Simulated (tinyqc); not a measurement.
Inside a calculation. Model: minority carriers and saturation current of a heavily doped emitter.

Program tinyqc, `OMP_NUM_THREADS=1 python tinyqc.py 2330173 2330174 out.jsonl`; Intel Xeon 2.30GHz, shared host, one thread, about 0.01 s. Printed values are rounded.

n-type, parabolic bands, full ionisation. eta = (EF - Ec)/kB T solves N = Nc F12(eta), F12(x) = (2/sqrt(pi)) int_0^infinity sqrt(u)/(1 + exp(u - x)) du. The gap shrinks rigidly by dEg = a3 y^(1/3) + a4 y^(1/4) + a2 y^(1/2), y = N/1e18 cm^-3, an empirical law that is here taken as the true narrowing.

Values chosen for this exercise; band and dielectric values close to those of silicon: temperature T = 250 K; band gap Eg = 1.1 eV; conduction-band density of states at 250 K Nc = 2.1e19 cm^-3; valence-band density of states at 250 K Nv = 1.99e19 cm^-3; ionised donor density N = 1.2e19 cm^-3; coefficient of (N/1e18)^(1/3) a3 = 13 meV; coefficient of (N/1e18)^(1/4) a4 = 12.4 meV; coefficient of (N/1e18)^(1/2) a2 = 3.6 meV; minority-hole mobility mup = 230 cm^2/(V s); Auger coefficient Cn = 1.8e-31 cm^6/s; defect lifetime ts = 0.13 us; emitter width W = 230 nm; recombination velocity at the contact S = 2.7e5 cm/s.

Constants: q = 1.602176634e-19 C, kB = 1.380649e-23 J/K, Vt = kB T/q. Results are converted to the units shown.

Range of the model: Band tails, non-parabolic bands and incomplete ionisation are left out.

## Iteration 1: Fermi level

eta at the start (Boltzmann value) = -0.5596

Newton step on ln F12(eta) = ln(N/Nc): eta(new) = eta - ln(Nc F12/N) F12/Fm, Fm(x) = dF12/dx = (1/sqrt(pi)) int_0^infinity u^(-1/2)/(1 + exp(u - x)) du.

F12 = 0.4823847
Fm = 0.4128967
eta after iteration 1 = -0.3616939

## Course of the iteration

Stop when eta changes by less than 1e-9.

Course of the iteration:
```
iteration         eta   change
1          -0.3616939    0.198
2          -0.3591748  2.52e-3
3          -0.3591744  4.32e-7
4          -0.3591744  < 1e-13
```

Converged in 4 iterations.

## Effective intrinsic density

converged eta = -0.3591744

ni = sqrt(Nc Nv) exp(-Eg/(2 Vt)), Eg in volts; degeneracy factor g = F12(eta) exp(-eta); nie^2 = ni^2 exp(dEg/kB T) g, p0 = nie^2/N; apparent narrowing dEg + kB T ln g.

ni = 1.671184e8 cm^-3
dEg = 65.31234 meV
g = 0.8183695
apparent narrowing = 60.99416 meV
nie = 6.883642e8 cm^-3
p0 = 0.03948710 cm^-3

Narrowing multiplies p0 by 20.7 and degeneracy by 0.818.

## Saturation current

1/tau = Cn N^2 + 1/ts, D = mup Vt, L = sqrt(D tau); J0 = (q p0 D/L)(s + tanh(W/L))/(1 + s tanh(W/L)), s = S L/D; the share recombining inside is 1 - 1/[cosh(W/L)(1 + tanh(W/L)/s)].

tau = 29.75101 ns
L = 3839.469 nm
s = 20.92157
J0 = 0.7607494 fA/cm^2
share recombining inside = 0.4638159 %

The emitter is transparent: most holes reach the contact.
